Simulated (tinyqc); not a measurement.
Abrupt p-n junction, non-linear Poisson equation by Newton steps: one step of the calculation.

One dimension, p side on the left, n side on the right; net doping C = -Na for x < 0 and +Nd for x > 0. The potential psi is counted from the intrinsic level, and the quasi-Fermi potentials are flat: 0 for holes and -V for electrons, so n = ni exp((psi + V)/Vt) and p = ni exp(-psi/Vt) (Boltzmann statistics, full ionisation, no current). Under reverse bias this makes the minority densities vanishingly small everywhere; they play no part in the charge.

Problem. Densities, residual and Jacobian diagonal. n_i = ni exp((psi_i + V)/Vt), p_i = ni exp(-psi_i/Vt), rho_i = p_i - n_i + C_i, g_i = (n_i + p_i)/Vt. Box widths w_i = (h_(i-1) + h_i)/2 in cm. Residual F_i = a_i (psi_(i+1) - psi_i) - a_(i-1) (psi_i - psi_(i-1)) + q rho_i w_i; Jacobian: a_(i-1) and a_i beside the diagonal, b_i = -a_(i-1) - a_i - q g_i w_i on it. The two end nodes are fixed.

Inputs (values chosen for the exercise):
```
symbol  value  unit                                meaning
T         300     K                            temperature
V        -0.8     V  bias of the p side against the n side
```

Constants: q = 1.602176634e-19 C, kB = 1.380649e-23 J/K, Vt = kB T/q. Results are converted to the units shown.

```
node  x (nm)  psi after iteration 2 (V)  net doping C (cm^-3)
0      -2670                 -1.4853768               -2.1e15
1       -588                 -0.7127191               -2.1e15
2       -127                  1.6069730               -2.1e15
3      -25.1                  2.2334809               -2.1e15
4       -2.5                  2.3768387               -2.1e15
5        2.5                  2.4092039                5.5e17
6       8.32                  2.4229338                5.5e17
7       15.1                  2.4275561                5.5e17
8         23                  2.4289197                5.5e17
9       32.2                  2.4292480                5.5e17
10        43                  2.4293202                5.5e17
```

coupling a_i, interval 0 to 9 (F/cm^2): 4.0741172e-9  1.8399809e-8  8.3241530e-8  3.7532354e-7  1.6964624e-6  1.4574419e-6  1.2510785e-6  1.0737104e-6  9.2199043e-7  7.8539925e-7
ni = 2.3387710e-10 cm^-3

Give: n; p; residual F; diagonal b.

Solution.

```
node  n (cm^-3)  p (cm^-3)
0     9.470e-49   2.100e15
1     9.045e-36      219.9
2          8424  2.361e-37
3      2.821e14  7.050e-48
4      7.223e16  2.753e-50
5      2.526e17  7.873e-51
6      4.296e17  4.629e-51
7      5.137e17  3.871e-51
8      5.415e17  3.672e-51
9      5.485e17  3.626e-51
10     5.500e17  3.616e-51
```

```
node  residual F (1e-8 C/cm^2)  diagonal b (F/cm^2)
1                       -0.325            -2.247e-8
2                        0.000            -1.016e-7
3                       -0.072            -4.694e-7
4                       -1.533            -2.690e-6
5                       -0.912            -4.001e-6
6                       -0.208            -4.386e-6
7                       -0.005            -4.662e-6
8                        0.000            -4.865e-6
9                        0.000            -5.107e-6
```

Program tinyqc, `OMP_NUM_THREADS=1 python tinyqc.py 2000049 2000050 out.jsonl`; Intel Xeon 2.30GHz, shared host, one thread, about 0.04 s.
